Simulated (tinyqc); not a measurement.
What each parameter does: defect-molecule model of a vacancy with Jahn-Teller distortion.

Four dangling hybrids a, b, c, d point into the vacancy: H_ii = E0, and -gm between any two. A tetragonal distortion Q pairs a with b and c with d: those two couplings become -gm - I Q and the other four -gm + I Q/2, at an elastic cost k Q^2/2. The a1 level holds two electrons; charge states 2+, + and 0 put n = 0, 1, 2 more into the lowest level of t2 origin. Energy from the 2+ state at Q = 0, with the Fermi level mu counted from Ev: W_n(Q) = n (et - 2 I Q) + k Q^2/2 + Uc n (n - 1)/2 - n mu. et = E0 + gm is the undistorted t2 level.

Parameters, chosen for this exercise (of the size used for the vacancy in silicon; the results hold for these values, not for the real material): E0 = -0.19 eV (level of a dangling hybrid, from Ev); gm = 0.42 eV (coupling between two dangling hybrids); I = 1.25 eV/angstrom (Jahn-Teller coupling); k = 17.7 eV/angstrom^2 (force constant of the mode); Uc = 0.41 eV (repulsion of two electrons in one orbital).

E_JT = 2 I^2/k, E(2+/+) = et - E_JT, E(+/0) = et - 3 E_JT + Uc, U_eff = E(+/0) - E(2+/+); a1 level E0 - 3 gm.

One parameter was then changed.

Results before and after:
```
case     (2+/+) (eV)  (+/0) (eV)  U_eff (eV)  a1 (eV)
base          0.0534      0.1103      0.0569  -1.4500
changed       0.1034      0.1603      0.0569  -1.4000
```

Which of these changes was made? (a) E0 = -0.14 eV; (b) I = 1.375 eV/angstrom; (c) Uc = 0.47 eV; (d) k = 19.47 eV/angstrom^2; (e) gm = 0.46 eV.

Answer: (a) E0 = -0.14 eV. Of the candidates, run in turn, only this one gives the changed row.

All candidates:
```
case                     (2+/+) (eV)  (+/0) (eV)  U_eff (eV)  a1 (eV)
base                          0.0534      0.1103      0.0569  -1.4500
E0 = -0.14 eV                 0.1034      0.1603      0.0569  -1.4000
gm = 0.46 eV                  0.0934      0.1503      0.0569  -1.5700
I = 1.375 eV/angstrom         0.0164     -0.0009     -0.0173  -1.4500
k = 19.47 eV/angstrom^2       0.0695      0.1585      0.0890  -1.4500
Uc = 0.47 eV                  0.0534      0.1703      0.1169  -1.4500
```

E0 and gm move both levels alike, so U_eff depends on I, k and Uc alone.

Run: tinyqc, `OMP_NUM_THREADS=1 python tinyqc.py 1480959 1480960 out.jsonl`; Intel(R) Xeon(R) Processor @ 2.30GHz, one thread, shared host; about 0.01 s of CPU time with all checks.
